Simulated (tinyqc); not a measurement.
Programming of a floating-gate cell by Fowler-Nordheim tunnelling: threshold shift against time.

Per tunnel area the floating gate has Ctun = 3.9 eps0/tox to the channel (0 V) and Ccg to the control gate, Ct = Ctun/(1 - ag), no other coupling. With the threshold shift U = -Q/Ccg the field is F = ag (Vg - U)/tox, and dU/dt = J/Ccg. Fowler-Nordheim: J = A F^2 exp(-B/F), A = q^2/(16 pi^2 hbar mo phi) (times 1e14 for A/cm^2 with F in V/nm, emitter mass m0), B = (4/3) sqrt(mo/C) phi^1.5, C = hbar^2/(2 m0).

Exact: exp(B/F(t)) = exp(B/F(0)) + K t, K = A B ag/(Ccg tox), and U = Vg - tox F/ag.

Inputs (values chosen for the exercise); oxide values close to those of silicon dioxide: tunnel barrier phi = 3.2 eV; tunnelling mass mo = 0.41 m0; tunnel oxide thickness tox = 8.8 nm; coupling ratio Ccg/Ct ag = 0.62; threshold shift at the start Vt0 = -0.8 V; control-gate voltage Vg = 16.9 V.

Constants: q = 1.602176634e-19 C, hbar = 1.054571817e-34 J s, m0 = 9.1093837015e-31 kg, eps0 = 8.8541878128e-14 F/cm where lengths are in cm, hbar^2/(2 m0) = 0.0380998212 eV nm^2. Results are converted to the units shown.

Threshold shift against time:
```
t (s)    F (V/nm)  J (A/cm^2)     U (V)  dU/dlog10 t (V)
7.4e-8     1.2443     0.33177  -0.76070         0.088296
3.7e-7     1.2344     0.27794  -0.62046          0.36986
1.8e-6     1.2023     0.15342  -0.16483          0.99316
8.9e-6     1.1407    0.044896   0.70883           1.4371
4.4e-5     1.0693   0.0090961    1.7233           1.4394
0.00022    1.0017   0.0016431    2.6830           1.3001
0.0011    0.94127   2.9190e-4    3.5400           1.1548
0.0052    0.88937   5.5190e-5    4.2767           1.0322
0.026     0.84128   9.8792e-6    4.9592          0.92378
0.13      0.79812   1.7784e-6    5.5718          0.83147
```

Read the table: what changes, and by how much?

U rises from -0.761 to 5.57 V, while J falls by 5.27 decades, at the end as t^(-1.07). Well past t0 = 1.62e-6 s the stored charge chokes the field and U gains only 0.831 V a decade. In every row the starting field exceeds 12 MV/cm, where the oxide would wear out or break down quickly.

Range of the model: Programming fields of 10 MV/cm and more wear the oxide; trapping and the channel potential are ignored.

Computed by the program tinyqc: `OMP_NUM_THREADS=1 python tinyqc.py 2130158 2130159 out.jsonl`, one thread of a shared Intel Xeon 2.30GHz, about 0.02 s for the whole run.
